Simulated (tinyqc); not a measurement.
Bandgap voltage reference from two bipolar transistors: two steps of the calculation.

Two transistors of area 1 and N carry the same current I. Is(T) = Is (T/T0)^eta exp[(Vg0 q/kB)(1/T0 - 1/T)], VBE1 = Vt ln(I/Is(T)) + I rb, VBE2 = Vt ln(I/(N Is(T))) + I rb/N. The amplifier forces I R1(T) = VBE1 - VBE2 + Vos, with R(T) = R (1 + tc (T - T0)) for both resistors, and the output is Vref = VBE1 + I R2(T). Base currents and the Early effect are neglected.

Parameters, values chosen for the exercise; values of the order met in silicon bipolar transistors:
```
symbol    value   unit                                                   meaning
T0          300      K                                     reference temperature
Vg0       1.207      V                      band-gap voltage extrapolated to 0 K
eta         4.1                   temperature exponent of the saturation current
Is      4.8e-16      A           saturation current of the unit transistor at T0
N             4                              area ratio of the second transistor
R1          8.3   kohm  resistor across which the difference of VBE falls, at T0
tc            0  ppm/K                 temperature coefficient of both resistors
Vos        -2.1     mV                                   offset of the amplifier
rb            0    ohm                  series resistance of the unit transistor
R2        165.7   kohm                                     output resistor at T0
T           253      K                                               temperature
```

Constants: q = 1.602176634e-19 C, kB = 1.380649e-23 J/K. Results are converted to the units shown.

Problem 1. Operating point at another temperature. Vt = kB T/q; I = (Vt ln N + Vos)/(R1(T) - rb (1 - 1/N)).

Give: Vt; I; Is(T); VBE1; I R2; Vref.

Solution 1.

Vt = 0.02180 V
I = 3.388 uA
Is(T) = 4.083e-20 A
VBE1 = 0.6987 V
I R2 = 0.5615 V
Vref = 1.260 V

From T0 to T, VBE1 changes by 108 mV and I R2 by -112 mV, which leaves -4.32 mV in Vref.

Problem 2. Resistor for zero slope at T0, ideal case. With tc = 0, Vos = 0 and rb = 0 the current is proportional to T, dVBE/dT = (VBE - Vg0 - (eta - 1) Vt)/T, and Vref has zero slope at T0 when Vref = Vg0 + (eta - 1) Vt0. Find VBE1, its slope, that Vref, R2/R1 and the curvature d2Vref/dT2 = -(eta - 1) kB/(q T0).

Give: VBE1; dVBE/dT; Vref; R2/R1; curvature.

Solution 2.

VBE1 = 0.59253 V
dVBE/dT = -2.3154 mV/K
Vref = 1.2871 V
R2/R1 = 19.382
curvature = -0.89046 uV/K^2

Computed by the program tinyqc: `OMP_NUM_THREADS=1 python tinyqc.py 2062069 2062070 out.jsonl`, one thread of a shared Intel Xeon 2.30GHz, about 0.02 s for the whole run.
